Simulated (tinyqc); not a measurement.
# MOSFET with velocity saturation and source resistance: several studies

Strong inversion, charge Q = Cox (Vg - m V) at channel potential V with Vg the gate overdrive, and drift velocity v = mu E/(1 + mu E/vsat). Integrating along the channel gives I = mu Cox (1/L)(Vg Vd - m Vd^2/2)/(1 + Vd/Vc) per width, Vc = vsat L/mu, which peaks at Vdsat. Units: I in uA/um, Rs in ohm um, so the drop over Rs is 1e-6 I Rs volts.

Inputs (values chosen for the exercise): gate capacitance Cox = 2.36 uF/cm^2; mobility at low gate voltage mu0 = 520 cm^2/(V s); mobility degradation th = 0.6 1/V; saturation velocity vsat = 7.6e6 cm/s; body factor m = 1.38; threshold VT = 0.47 V; channel length L = 0.1 um; source resistance Rs = 300 ohm um; gate voltage Vgs = 1.5 V.

Each table varies one quantity; the others keep the values above.

## Effect of the channel length

Vg = Vgs - I Rs - VT (0 if negative), mu = mu0/(1 + th Vg), Vc = vsat L/mu, x = sqrt(1 + 2 Vg/(m Vc)), Vdsat = 2 Vg/(m (1 + x)), Isat = Cox vsat Vg (x - 1)/(x + 1) per width. I = Isat is solved self-consistently; gm = dI/dVgs; Vdsat is the intrinsic value. The velocity at the source is I/(Cox Vg).

Results:
```
L (um)   Vc (V)  Vdsat (V)  Isat (uA/um)  gm (uS/um)  velocity at the source/vsat
0.03    0.06415     0.2113         861.1       931.9                       0.6222
0.057    0.1234     0.2750         758.5       851.1                       0.5270
0.11     0.2418     0.3521         634.5       745.5                       0.4213
0.2      0.4461     0.4290         510.7       630.1                       0.3247
0.39     0.8841     0.5154         371.8       486.5                       0.2257
0.73      1.677     0.5879         255.0       351.9                       0.1491
1.4       3.252     0.6473         159.5       230.4                      0.09052
5         11.75     0.7131         53.54       81.71                      0.02944
```

Estimate the missing row, L = 2.6 um.

Computed row:
```
L (um)  Vc (V)  Vdsat (V)  Isat (uA/um)  gm (uS/um)  velocity at the source/vsat
2.6      6.083     0.6867         95.96       143.2                      0.05343
```

With this row back in the table: As L goes from 0.03 to 5 um, Isat falls from 861 to 53.5 uA/um, Vdsat rises from 0.211 to 0.713 V and gm falls from 932 to 81.7 uS/um; the velocity at the source goes from 0.62 to 0.029 of vsat. Isat goes as L^(-0.20) between the first two rows and as L^(-0.89) between the last two. For L = 0.03 to 0.057 um the channel is so short that velocity overshoot and near-ballistic transport, left out here, matter.

## Effect of the mobility at low gate voltage

Same model as above.

Effect of the mobility at low gate voltage:
```
mu0 (cm^2/(V s))   Vc (V)  Vdsat (V)  Isat (uA/um)  gm (uS/um)  velocity at the source/vsat
50                  2.405     0.6225         199.4       282.6                       0.1146
81                  1.471     0.5741         277.2       378.6                       0.1632
130                0.9073     0.5185         366.7       480.9                       0.2222
210                0.5552     0.4570         465.6       585.3                       0.2916
350                0.3289     0.3903         573.1       689.6                       0.3723
570                0.1996     0.3291         671.5       778.0                       0.4519
920                0.1224     0.2741         760.0       852.3                       0.5283
1500              0.07432     0.2246         839.7       915.5                       0.6017
```

As mu0 goes from 50 to 1500 cm^2/(V s), Isat rises from 199 to 840 uA/um, Vdsat falls from 0.622 to 0.225 V and gm rises from 283 to 916 uS/um; the velocity at the source goes from 0.11 to 0.60 of vsat. Isat goes as mu0^(0.68) between the first two rows and as mu0^(0.20) between the last two.

## Effect of the source resistance

Same model as above.

Results:
```
Rs (ohm um)  Vc (V)  Vdsat (V)  Isat (uA/um)  gm (uS/um)  velocity at the source/vsat
0            0.2365     0.4030         849.9        1014                       0.4601
50           0.2329     0.3902         809.0       960.8                       0.4558
200          0.2241     0.3579         707.6       830.9                       0.4440
300          0.2193     0.3403         653.5       762.3                       0.4369
500          0.2116     0.3115         567.5       654.5                       0.4240
800          0.2032     0.2792         474.9       540.4                       0.4073
```

Estimate the missing row, Rs = 100 ohm um.

Computed row:
```
Rs (ohm um)  Vc (V)  Vdsat (V)  Isat (uA/um)  gm (uS/um)  velocity at the source/vsat
100          0.2297     0.3785         772.0       913.2                       0.4517
```

With this row back in the table: As Rs goes from 0 to 800 ohm um, Isat falls from 850 to 475 uA/um, Vdsat falls from 0.403 to 0.279 V and gm falls from 1010 to 540 uS/um; the velocity at the source goes from 0.46 to 0.41 of vsat.

tinyqc, about 0.01 s, one thread, Intel Xeon 2.30GHz (shared host): `OMP_NUM_THREADS=1 python tinyqc.py 2500123 2500124 out.jsonl`
